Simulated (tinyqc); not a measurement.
Worked calculation: shallow acceptor in the spherical four-band model. Values are carried at full precision from step to step, so a last printed digit may differ when a step is redone from the rounded ones.

Units Ry* = Ry/(g1 eps^2) and a* = a0 eps g1; mu = (6 g3 + 4 g2)/(5 g1) is the spherical heavy-light coupling and delta = (g3 - g2)/g1 the cubic term, which is left out.

Constants: Ry = 13.60569312 eV; a0 (Bohr radius) = 0.5291772105 angstrom.

Inputs chosen for the exercise (near those of a shallow acceptor in Ge; the results hold for these values, not for the real material):
- g1 = 13.42 (Luttinger gamma1)
- g2 = 4.26 (gamma2)
- g3 = 5.71 (gamma3)
- eps = 15.9 (dielectric constant)
- al = (1.05, 6.3) 1/a*^2 (exponents a_i, the same for f and g)
- Dso = 0.296 eV (spin-orbit splitting)

## Units and couplings

Give Ry*, a*, mu, delta and the spherical masses 1/(g1 (1 -/+ mu)).

Ry* = 4.010 meV
a* = 112.91 angstrom
mu = 0.7645
delta = 0.1080

heavy and light mass (m0): 0.3165  0.0422

A hydrogen model with the heavy mass would bind by Ry*/(1 - mu) = 17.0 meV and with the light mass by 2.3 meV. delta/mu = 0.14: the cubic term is a modest correction.

## Matrices in a small basis

The ground state 1S3/2 has an L = 0 part f(r) and an L = 2 part g(r). In units of Ry* and a*, with Gaussians f_i = exp(-a_i r^2), g_i = r^2 exp(-a_i r^2), A = a_i + a_j and I(n) = Gamma((n + 1)/2)/(2 A^((n + 1)/2)): S_ff = I(2), S_gg = I(6), H_ff = (6 a_i a_j/A) I(2) - 2 I(1), H_gg = (14 a_i a_j/A) I(6) - 2 I(5), H_fg = -mu [15 I(2) - 20 a_j I(4) + 4 a_j^2 I(6)]; each function is then normalised. The split-off band is left out.

Form S and H.

S, lower triangle:
```
        f1      f2      g1      g2
f1  1.0000
f2  0.5855  1.0000
g1       0       0  1.0000
g2       0       0  0.2868  1.0000
```

H (Ry*), lower triangle:
```
         f1        f2      g1       g2
f1  -0.1204
f2  -0.4205   10.8893
g1  -3.1091   -5.3494  5.6058
g2  -0.8916  -18.6544  2.6775  39.8276
```

## Ground state in the small basis

Solve H u = E S u for the lowest level of the acceptor; the first half of the basis is L = 0 and the second L = 2. Give E, E without the f-g block, and the L = 2 weight u_g S_gg u_g with u S u = 1.

E = -2.012 Ry*
E without coupling = -0.131 Ry*
L = 2 weight = 0.236

Without the coupling the exact value is -1, which this basis, tuned to the compact coupled state, misses by 0.869. The coupling to L = 2 takes the level to 2.01 times that exact value.

## Converged result

Converged values use 22 exponents 2.2^i, i = -7 to 14, for f and for g.
Ground and next level of the same symmetry, L = 2 weight and mean radius.

1S3/2 and 2S3/2 (Ry*): -2.252  -0.669

binding energies (meV): 9.0  2.7

L = 2 weight = 0.270
<r> = 82.8 angstrom

The small basis reaches 89 % of the binding. The ratio 1S/2S is 3.37 (4 for hydrogen). The binding is 0.03 of Dso, so leaving out the split-off band is safe.

## Checks

- Level at mu = 0 against -1 Ry*: both -1.0000.
- Ground level from a second, denser basis, Ry*: both -2.252.

Computed by tinyqc, a small Python program: `OMP_NUM_THREADS=1 python tinyqc.py 1280139 1280140 out.jsonl` (the numbers bound the seed that draws the inputs); one thread of a shared host (Intel(R) Xeon(R) Processor @ 2.30GHz), about 0.04 s for the whole set of steps.
